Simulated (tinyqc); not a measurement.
Valence-band offset from core levels (Kraut method), with the dipole against the affinity rule: one step of the calculation.

Binding energies are counted downwards from the Fermi level. dEv > 0 means that the valence edge of B lies below that of A, dEc > 0 that the conduction edge of B lies above that of A; dEc + dEv = EgB - EgA. The spectra are made-up values treated as data.

Question. Interface dipole. The affinity rule gives dEc(0) = chiA - chiB; the dipole step is D = dEc - dEc(0), and two sheets of opposite charge dd apart hold N = eps0 ei |D|/(q dd).

Parameters, values chosen for the exercise; gaps and affinities close to those of In0.53Ga0.47As (A) and zirconium oxide (B): electron affinity of A chiA = 4.54 eV; electron affinity of B chiB = 2.47 eV; relative permittivity inside the dipole layer ei = 7; thickness of the dipole layer dd = 0.22 nm.

Constants: q = 1.602176634e-19 C, eps0 = 8.8541878128e-14 F/cm where lengths are in cm. Results are converted to the units shown.

dEc = 1.5294756 eV

Wanted: dEc(0); D; N; field in the dipole layer.

Answer.

dEc(0) = 2.070 eV
D = -0.5405 eV
N = 9.504e13 cm^-2
field in the dipole layer = 24.57 MV/cm

N is 0.14 elementary charges for each of about 7e14 surface atoms per cm^2.

Program tinyqc, `OMP_NUM_THREADS=1 python tinyqc.py 2410060 2410061 out.jsonl`; Intel Xeon 2.30GHz, shared host, one thread, about 0.01 s.
